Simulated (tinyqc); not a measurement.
# Ballistic Schottky-barrier transistor with a one-dimensional channel, WKB contacts: what changes with what

Source Fermi level 0, drain Fermi level -Vd. Far from the contacts Ec = pn - psi, and the gate moves psi one to one; the band edges relax as exp(-x/lam) from pn at the source and pn - Vd at the drain; Ev = Ec - Eg. A carrier of energy w inside the channel band meets at a contact a barrier of height D (the contact edge beyond the channel edge): T = 1 for w >= D, else exp(-S), S = 4 lam sqrt(m/C) [sqrt(D - w) - sqrt(w) arctan sqrt((D - w)/w)], C = hbar^2/(2 m0). The two contacts combine as Ts Td/(Ts + Td - Ts Td).

Inputs (values chosen for the exercise); channel values close to those of a carbon nanotube:
```
symbol,value,unit,meaning
T,300,K,temperature
pn,0.46,eV,barrier for electrons at both contacts
mn,0.061,m0,electron mass
g,2,,valleys or subbands
lam,2.9,nm,screening length at the contacts
Vd,0.3,V,drain bias
ps,0.62,V,band shift psi of the channel by the gate
```

Constants: q = 1.602176634e-19 C, kB = 1.380649e-23 J/K, hbar = 1.054571817e-34 J s, h = 6.62607015e-34 J s, m0 = 9.1093837015e-31 kg, Vt = kB T/q, hbar^2/(2 m0) = 0.0380998212 eV nm^2. Results are converted to the units shown.

Each table varies one quantity; the others keep the values above.

## Effect of the screening length

I = g (2 q^2/h) int T(w) [f(Es + w) - f(Ed + w)] dw, f(y) = 1/(1 + exp(y/Vt)). Electrons: Ds = psi, Dd = psi - Vd, Es = Ec, Ed = Ec + Vd. Holes: Ds = -psi, Dd = Vd - psi, Es = -Ev, Ed = -Ev - Vd. The size of each current is taken; both flow from drain to source and add. The integrals are converged.

Result of one run:

| lam (nm) | current of the electrons (uA) | share over the barriers (%) | \|d psi/d log10\| of this current (mV/decade) |
|---|---|---|---|
| 5.9 | 0.006335 | 0.001184 | 147.8 |

What becomes of these results when the screening length at the contacts lam is changed from 5.9 to 2.6 nm, all else the same?

Result of the changed run:

| lam (nm) | current of the electrons (uA) | share over the barriers (%) | \|d psi/d log10\| of this current (mV/decade) |
|---|---|---|---|
| 2.6 | 0.2998 | 2.502e-5 | 202.4 |

The whole series:

| lam (nm) | current of the electrons (uA) | share over the barriers (%) | \|d psi/d log10\| of this current (mV/decade) |
|---|---|---|---|
| 0.5 | 7.669 | 9.780e-7 | 325.4 |
| 1.6 | 1.238 | 6.060e-6 | 247.8 |
| 2.6 | 0.2998 | 2.502e-5 | 202.4 |
| 3.7 | 0.07299 | 1.028e-4 | 172.9 |
| 4.8 | 0.02024 | 3.705e-4 | 156.3 |
| 5.9 | 0.006335 | 0.001184 | 147.8 |
| 6.9 | 0.002438 | 0.003077 | 145.0 |
| 8 | 9.487e-4 | 0.007905 | 146.0 |

The current falls from 7.67 to 9.49e-4 uA, while the share over the barriers rises from 9.78e-7 to 0.00791 %: the thermionic part does not depend on lam, and a thinner barrier adds tunnelling. The swing goes from 325 through a minimum of 145 (at lam = 6.9 nm among the rows listed) to 146 mV/decade.

## Barrier height from the temperature dependence

Same model as above.

The apparent barrier is -d ln(I_e/T^1)/d(q/kB T), taken between T - 10 K and T + 10 K for the electron current.

Barrier height from the temperature dependence:

| ps (V) | electrons (uA) | Ec (eV) | apparent barrier (eV) |
|---|---|---|---|
| -0.25 | 4.73e-12 | 0.710 | 0.710 |
| -0.18 | 7.10e-11 | 0.640 | 0.640 |
| -0.11 | 1.06e-9 | 0.570 | 0.570 |
| -0.04 | 1.60e-8 | 0.500 | 0.500 |
| 0 | 7.50e-8 | 0.460 | 0.460 |
| 0.1 | 8.47e-7 | 0.360 | 0.386 |
| 0.17 | 4.62e-6 | 0.290 | 0.328 |
| 0.24 | 2.78e-5 | 0.220 | 0.265 |
| 0.31 | 1.81e-4 | 0.150 | 0.200 |
| 0.38 | 0.00125 | 0.080 | 0.134 |
| 0.45 | 0.00850 | 0.010 | 0.067 |

What does the comparison show?

For psi < 0 the channel edge is the highest point, and the apparent barrier follows Ec one to one (0.710 eV against 0.710). At flat band it is 0.460 eV (psi = 0 V), near pn = 0.46 eV. Beyond, the top stays at pn but tunnelling lowers the apparent value to 0.0675 eV in the last row, so only the point where the line bends gives the true barrier.

Range of the model: No scattering, image-force lowering, channel charge or band-to-band tunnelling; parabolic kappa overstates S deep in the gap.

Computed by the program tinyqc: `OMP_NUM_THREADS=1 python tinyqc.py 2390108 2390109 out.jsonl`, one thread of a shared Intel Xeon 2.30GHz, about 0.03 s for the whole run.
